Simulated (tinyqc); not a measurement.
# Hole mobility in a silicon inversion layer, empirical terms and Matthiessen rule: effects of single changes

Inversion layer of sheet density Ns on a uniformly doped body, under a high-permittivity gate with an interlayer. The mobility terms are empirical power laws with prefactors chosen for the exercise; adding their inverses (Matthiessen) is itself an approximation.

Values chosen for this exercise; material values close to those of silicon:
- T = 250 K (temperature)
- Eg = 1.12 eV (band gap)
- eps_r = 11.7 (relative permittivity of the semiconductor)
- Nc = 2.13e19 cm^-3 (conduction-band density of states at T)
- Nv = 2.02e19 cm^-3 (valence-band density of states at T)
- Nb = 7e17 cm^-3 (body doping)
- Vsb = 0.6 V (reverse body bias)
- eta = 0.3333 (weight of the inversion charge in the effective field)
- Ap = 144 cm^2/(V s) (phonon-limited mobility at 1 MV/cm and 300 K)
- As = 359 cm^2/(V s) (roughness-limited mobility at 1 MV/cm)
- gs = 1 (exponent of the roughness term)
- Ac = 1200 cm^2/(V s) (Coulomb prefactor)
- Nit = 6.6e11 cm^-2 (charge at the interface)
- Ar = 320 cm^2/(V s) (remote-phonon mobility without interlayer)
- ti = 0.6 nm (interlayer thickness)
- lr = 0.7 nm (decay length of remote phonons)
- Ns = 7.8e12 cm^-2 (inversion density)

Constants: q = 1.602176634e-19 C, kB = 1.380649e-23 J/K, Vt = kB T/q, eps0 = 8.8541878128e-14 F/cm where lengths are in cm. Results are converted to the units shown.

Each table varies one quantity; the others keep the values above.

## Effect of the reverse body bias

ni = sqrt(Nc Nv) exp(-Eg/(2 Vt)), Eg in volts; Ndep = sqrt(2 eps0 eps_r Nb (2 Vt ln(Nb/ni) + Vsb)/q); E = q (Ndep + eta Ns)/(eps0 eps_r), in MV/cm. With t = T/(300 K): muC = Ac (Ns/1e12 cm^-2) t/(Nb/1e17 cm^-3 + Nit/1e11 cm^-2), muP = Ap E^(-1/3) t^(-1.75), muS = As E^(-gs), muR = Ar exp(2 ti/lr)/t; 1/mu is the sum of the inverses.

The same in every row: muC (cm^2/(V s)) = 573.5; muR (cm^2/(V s)) = 2132.

Effect of the reverse body bias:
```
Vsb (V)  E (MV/cm)  muP (cm^2/(V s))  muS (cm^2/(V s))  mu (cm^2/(V s))
0           0.8613             208.2             416.8            106.2
0.4         0.9475             201.7             378.9            101.9
0.8          1.022             196.7             351.3            98.59
1.2          1.088             192.6             329.9            95.83
1.6          1.149             189.2             312.5            93.47
2            1.205             186.2             298.0            91.42
2.4          1.257             183.6             285.6            89.60
```

As Vsb goes from 0 to 2.4 V, E rises from 0.861 to 1.26 MV/cm and mu falls from 106 to 89.6 cm^2/(V s). The phonon term is the smallest in the first and the last row.

## Effect of the inversion density

Same model as above.

The same in every row: muR (cm^2/(V s)) = 2132.2.

Effect of the inversion density:
```
Ns (cm^-2)  E (MV/cm)  muC (cm^2/(V s))  muP (cm^2/(V s))  muS (cm^2/(V s))  mu (cm^2/(V s))
2e11          0.59409            14.706            235.67            604.28           13.447
3.6e11        0.60234            26.471            234.59            596.01           22.631
6.3e11        0.61626            46.324            232.81            582.55           35.628
1.1e12        0.64049            80.882            229.84            560.51           52.722
2e12          0.68688            147.06            224.54            522.65           73.337
3.6e12        0.76936            264.71            216.22            466.62           90.787
6.3e12        0.90854            463.24            204.56            395.14           99.532
1.1e13         1.1508            808.82            189.06            311.95           98.036
2e13           1.6147            1470.6            168.87            222.33           86.442
```

Read the table: what changes, and by how much?

As Ns goes from 2e11 to 2e13 cm^-2, E rises from 0.594 to 1.61 MV/cm and mu goes from 13.4 through a maximum of 99.5 (at Ns = 6.3e12 cm^-2 among the rows listed) to 86.4 cm^2/(V s). The smallest term is the Coulomb one in the first row and the phonon one in the last. Screening lifts the Coulomb term as Ns grows while the field presses the carriers to the interface, hence the maximum. At Ns = 2e13 cm^-2 E passes 1.5 MV/cm, beyond the usual range of such laws.

## Effect of the charge at the interface

Same model as above.

The same in every row: E (MV/cm) = 0.98586; muP (cm^2/(V s)) = 199.06; muS (cm^2/(V s)) = 364.15; muR (cm^2/(V s)) = 2132.2.

Effect of the charge at the interface:
```
Nit (cm^-2)  muC (cm^2/(V s))  mu (cm^2/(V s))
1e10                   1098.6           109.30
3.2e10                 1065.6           108.97
1e11                   975.00           107.94
3.2e11                 764.71           104.75
1e12                   458.82           95.987
3.2e12                 200.00           75.536
1e13                   72.897           45.544
```

As Nit goes from 1e10 to 1e13 cm^-2, E stays at 0.986 MV/cm and mu falls from 109 to 45.5 cm^2/(V s). The smallest term is the phonon one in the first row and the Coulomb one in the last.

tinyqc, about 0.01 s, one thread, Intel Xeon 2.30GHz (shared host): `OMP_NUM_THREADS=1 python tinyqc.py 2510034 2510035 out.jsonl`
